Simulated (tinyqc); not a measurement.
Length of a polyene: Hueckel, PPP and singles CI along the polyenes. Computed by the program tinyqc. Hueckel uses the same beta without repulsion; CIS keeps all single excitations and so misses the low, doubly excited 2Ag state. W is the valence ionisation energy of a centre, MN the Mataga-Nishimoto formula, f the oscillator strength.

All-trans chains of carbon centres 1.40 angstrom apart:

| parameter | value |
|---|---|
| beta (eV), times 1 +/- alternation | -2.350000 |
| alternation | 0.180000 |
| W (eV) | 11.160000 |
| gamma_rr (eV) | 9.570000 |
| repulsion formula | Ohno |

Gaps and excitations (eV):

| centres | Hueckel gap | PPP orbital gap | bright singlet (CIS) | f | lowest triplet (CIS) |
|---|---|---|---|---|---|
| 2 | 5.5460 | 12.5524 | 6.8278 | 0.5854 | 4.2642 |
| 4 | 3.9442 | 10.3804 | 5.5499 | 1.0341 | 3.3769 |
| 6 | 3.2120 | 9.3229 | 4.8384 | 1.4149 | 2.9603 |
| 8 | 2.8028 | 8.7210 | 4.4037 | 1.7629 | 2.7465 |
| 10 | 2.5457 | 8.3444 | 4.1193 | 2.0922 | 2.6254 |
| 12 | 2.3714 | 8.0929 | 3.9236 | 2.4117 | 2.5515 |
| 14 | 2.2470 | 7.9167 | 3.7834 | 2.7263 | 2.5036 |

What does the comparison show, and why?

The Hueckel gap tends to 4 x alternation x |beta| = 1.69 eV for long chains. Exchange opens the PPP orbital gap, and the attraction of electron and hole brings the bright state 4.13 eV below it at 14 centres; the triplet lies 1.28 eV lower still.
